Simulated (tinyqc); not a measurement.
Worked calculation: Frenkel-Kontorova chain: a misfit dislocation (kink) in a monolayer on a periodic substrate. Computed by tinyqc, a small Python program that keeps every step. Command: `OMP_NUM_THREADS=1 python tinyqc.py 3024555 3024556 out.jsonl fkchain walk`. One thread of a shared host (Intel(R) Xeon(R) Processor @ 2.30GHz), about 0.03 s of CPU time with the checks. Intermediate numbers are printed to about 6 digits and carried at full precision; extremes and crossings named in words are read from the listed rows.

E = sum_j [(k/2)(x_(j+1) - x_j - b)^2 + (W/2)(1 - cos(2 pi x_j/a))], x_j = a (j + u_j). A kink takes u from 0 to 1: the chain is stretched by one period and has one atom fewer than wells.

Inputs (values chosen for the exercise, for a model overlayer): spring constant k = 3.32 eV/angstrom^2; substrate period a = 3.89 angstrom; corrugation W = 2.43 eV; misfit f = (b - a)/a = 0.3; atoms on each side n = 10; atomic mass M = 81.3 u.

Relaxation: Newton steps.

Constants: nu for 1 eV/(angstrom^2 u) = 15.6333042 THz.

## Continuum limit

l0 = sqrt(k a^2/(2 W)); kink u(j) = (2/pi) arctan exp(pi j/l0); kink energy at f = 0: E0 = (4/pi) W l0; with misfit E0 - k a^2 f; kinks become favourable at f_c = 2/(pi l0), and a coherent chain with free ends loses stability at f_m = 1/l0. Lowest vibration of the flat chain: nu0 = 15.6333042 THz x sqrt(2 pi^2 W/(a^2 M)).

kink width l0 = 3.21514

kink energy E0 = 9.94757 eV

kink energy with misfit = -5.12400 eV

critical misfit f_c = 0.198007

limit f_m = 0.311028

gap frequency nu0 = 3.08691 THz

f_c < f < f_m: kinks lower the energy, but must enter over a barrier at the ends. Caution: a corrugation above 1 eV is larger than real overlayers usually show; it is chosen to keep the kink narrow.

## Start between two atoms

Discrete chain at f = 0, ends held at u = 0 and 1: E = (k a^2/2) sum (u_(j+1) - u_j)^2 + (W/2) sum (1 - cos 2 pi u_j), gradient g_j = k a^2 (2 u_j - u_(j-1) - u_(j+1)) + pi W sin(2 pi u_j), Hessian 2 k a^2 + 2 pi^2 W cos(2 pi u_j) on the diagonal and -k a^2 beside it. Free atoms j = -n..n-1 start from the continuum shape centred half-way, at j + 1/2.

u at the start: [0.000059, 0.000157, 0.000418, 0.001111, 0.002951, 0.007839, 0.020819, 0.055194, 0.144476, 0.350327, 0.649673, 0.855524, 0.944806, 0.979181, 0.992161, 0.997049, 0.998889, 0.999582, 0.999843, 0.999941]

E at the start = 9.81496 eV

gradient (eV): [0.00089, -0.00062, -0.00165, -0.00438, -0.01162, -0.03072, -0.07902, -0.16375, 0.16034, 1.46986, -1.46986, -0.16034, 0.16375, 0.07902, 0.03072, 0.01162, 0.00438, 0.00165, 0.00062, -0.00089]

## Relaxation

Start as above (continuum shape at j + 1/2, j = -n..n-1, l0 = sqrt(k a^2/(2 W))). u(new) = u - H^-1 g; stop when the largest gradient is below 1e-9 eV.

Course:
```
step   E (eV)  largest gradient (eV)
1     9.81496            1.46986e+00
2     9.79201            2.85412e-02
3     9.79200            1.20736e-05
4     9.79200            2.42029e-12
```

relaxed u: [0.000063, 0.000185, 0.000484, 0.001244, 0.003193, 0.008190, 0.021003, 0.053811, 0.137024, 0.335489, 0.664511, 0.862976, 0.946189, 0.978997, 0.991810, 0.996807, 0.998756, 0.999516, 0.999815, 0.999937]

energy, centre between atoms = 9.79200 eV

last gradient = 2.42029e-12 eV

Converged; the discrete energy is 0.9844 of the continuum value, which puts the discrete f_c = E/(k a^2) at 0.1949.

## Peierls barrier

Repeat by Newton steps with an atom at the centre (j = -n..n, u_0 = 1/2). Barrier = difference of the two energies; the lowest Hessian eigenvalue tells minimum from saddle.

energy, centre on an atom = 9.81781 eV

Peierls barrier = 25.8134 meV

lowest eigenvalue, between atoms = 2.48710 eV

lowest eigenvalue, on an atom = -2.40820 eV

The atom-centred kink, with an atom on top of the corrugation, is a saddle and the other a minimum. The barrier is 1.1 % of W, what one atom alone would climb.

## Kink density above f_c

Frank and van der Merwe: the modulus q solves f = 2 E(q)/(pi l0 q), and the kinks per atom are pi/(2 l0 q K(q)), with the complete elliptic integrals K and E; strain left = f - density (for f above f_c = 2/(pi l0)).

Continuum ground state:
```
f              q  kinks per atom  strain left
0.1990  0.998996        0.108832    0.0901678
0.2020  0.995239        0.131923    0.0700766
0.2079  0.986698        0.153881    0.0540187
0.2178  0.970747        0.177218    0.0405818
0.2376  0.936230        0.210477    0.0271235
0.2772  0.865488        0.261964    0.0152362
0.3366  0.767355        0.328580    0.0080204
0.4356  0.635326        0.432007    0.0035935
```

0.50 % above f_c the density is already 0.55 of f: kinks repel only exponentially, so they flood in, as 1/|ln(f - f_c)|. At 2.2 f_c they take up 99.2 % of the misfit and the layer floats nearly free.

Checks made by the program: energy against a quasi-Newton minimiser (relative difference below 1e-10).
